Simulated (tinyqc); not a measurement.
Worked calculation: thresholds of impact ionisation and Auger recombination from band masses. Values are carried at full precision from step to step, so a last printed digit may differ when a step is redone from the rounded ones.

Parabolic bands, no phonon. At threshold the three slow carriers share one velocity. With M their total mass and m4 the mass of the fast carrier, the fast carrier has the kinetic energy E_T = G M/(M - m4) and the slow ones together E_a = G m4/(M - m4), the activation energy of the Auger rate. CCCH (fast electron): G = Eg, M = 2 me + mh, m4 = me. CHHS (hole into the split-off band): G = Eg - Dso, M = 2 mh + me, m4 = ms; this form holds for Eg > Dso (below, the process needs about Dso - Eg and is marked by a dash). CHHL (hole into the light band): G = Eg, M = 2 mh + me, m4 = ml. CHHH (fast heavy hole): G = Eg, M = 2 mh + me, m4 = mh.

Constants: kB = 8.617333262e-05 eV/K; hbar^2/2m0 = 3.80998211 eV angstrom^2.

Inputs chosen for the exercise (near those of InSb, gap at low temperature and not tied to T; shifted at random, so the results belong to these values and not to a real crystal): Eg = 0.241 eV (gap at Gamma to the s-like level); Dso = 0.787 eV (spin-orbit splitting); me = 0.0136 m0 (electron mass at Gamma); mh = 0.46 m0 (heavy-hole mass); ms = 0.102 m0 (split-off mass); ml = 0.0153 m0 (light-hole mass); T = 300 K (temperature).

## Thresholds of four processes

Give G, M, m4, E_T, E_a and E_a/kT.

Results:
```
process,G (eV),M,m4,E_T (eV),E_a (eV),E_a/kT
CCCH,0.2410,0.4872,0.0136,0.2479,0.0069,0.27
CHHS,-0.5460,0.9336,0.1020,-,-,-
CHHL,0.2410,0.9336,0.0153,0.2450,0.0040,0.16
CHHH,0.2410,0.9336,0.4600,0.4751,0.2341,9.05
```

The lowest activation energy is that of CHHL (4 meV), then CCCH (7 meV). At equal G a light fast carrier takes up the energy with little momentum, so little is asked of the slow ones; CHHH asks 0.97 Eg. For equal masses E_T would be 3/2 Eg; for electrons here it is 1.029 Eg.

## Momenta at the CCCH threshold

At the threshold of the parabolic CCCH process the fast electron has E_T = Eg M/(M - me), M = 2 me + mh, and the slow carriers E_a = E_T - Eg together. It has k4 = sqrt(me E_T/c), c = hbar^2/2m0; the slow carriers share k4 in proportion to their masses. Give the wave vectors and kinetic energies, and check that they add up to E_a.

k4 = 0.02975 1/angstrom

electron, electron, hole (1/angstrom): 0.00083  0.00083  0.02809

their kinetic energies (meV): 0.19  0.19  6.53

sum = 6.92 meV

The hole carries 94 % of the momentum and of the energy of the slow carriers.

## Non-parabolicity raises the threshold

Non-parabolic fast electron: E (1 + alpha E) = c k^2/me with alpha = (1 - me)^2/Eg; the slow carriers stay parabolic, so E_T = Eg + me E_T (1 + alpha E_T)/M, M = 2 me + mh (the root between Eg and 1.9 Eg).

Give alpha, E_T, E_a = E_T - Eg and k4.

alpha = 4.0373 1/eV
E_T = 0.2555 eV
E_a = 0.0145 eV
k4 = 0.04304 1/angstrom

E_a is 2.09 times the parabolic value, since an electron at E_T above the edge has 1 + alpha E_T = 2.03 times the squared momentum, and E_T itself is 1.03 times higher.

## Temperature dependence

For non-degenerate carriers at fixed densities the Auger coefficient goes as exp(-E_a/kT), up to slowly varying powers of T. Give exp(-E_a/kT) for the parabolic and the non-parabolic CCCH value, and the characteristic temperature T0 = kT^2/E_a of each.

Boltzmann factors: 0.7651  0.5710

T0 (K): 1121  535

Non-parabolicity lowers the factor by 1.3 times; direct CCCH stays open at this temperature.

## Checks

- Largest energy that an electron at k4 can give to a pair, by numerical search, against Eg (eV): both 0.2410.

Computed by tinyqc, a small Python program: `OMP_NUM_THREADS=1 python tinyqc.py 1880308 1880309 out.jsonl` (the numbers bound the seed that draws the inputs); one thread of a shared host (Intel(R) Xeon(R) Processor @ 2.30GHz), about 0.01 s for the whole set of steps.
